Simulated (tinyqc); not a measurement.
Resistive memory cell, filament-gap model with Joule heating: two steps of the calculation.

A tunnelling gap g separates the tip of a filament from the electrode. I = I0 exp(-g/g0) sinh(Vd/V0), with Vd = V - I Rs on the device; T = T0 + Rth Vd I at once; the gap closes as dg/dt = -nu exp(-q Ea/(kB T)) sinh(al q Vd/(kB T)). All constants are fitting values of a compact model.

Inputs (values chosen for the exercise): ambient temperature T0 = 358 K; current scale I0 = 1.1 mA; tunnelling length g0 = 0.23 nm; voltage scale V0 = 0.49 V; attempt velocity nu = 10 m/s; activation energy Ea = 1.05 eV; barrier lowering per volt on the device al = 0.4; thermal resistance Rth = 5.1e5 K/W; series resistance Rs = 500 ohm; pulse voltage V = 1.58 V.

Constants: q = 1.602176634e-19 C, kB = 1.380649e-23 J/K. Results are converted to the units shown.

Question 1. Voltage on the device. I = I0 exp(-g/g0) sinh(Vd/V0); f = Vd + Rs I - V, f' = 1 + Rs (I0/V0) exp(-g/g0) cosh(Vd/V0), Vd(new) = Vd - f/f'.

Vd after iteration 1 = 1.3309218 V
g = 0.6 nm

Find: I; f'; Vd after iteration 2.

Answer 1.

I = 609.72 uA
f' = 1.6276
Vd after iteration 2 = 1.2966 V

Question 2. Current, temperature and closing rate. I, T and dg/dt as above.

g = 0.6 nm
Vd = 1.2961892 V

Wanted: I; T; lowered barrier Ea - al Vd; -dg/dt.

Answer 2.

I = 567.62 uA
T = 733.23 K
lowered barrier Ea - al Vd = 0.53152 eV
-dg/dt = 0.0011107 nm/ns

tinyqc, about 0.05 s, one thread, Intel Xeon 2.30GHz (shared host): `OMP_NUM_THREADS=1 python tinyqc.py 2880011 2880012 out.jsonl`
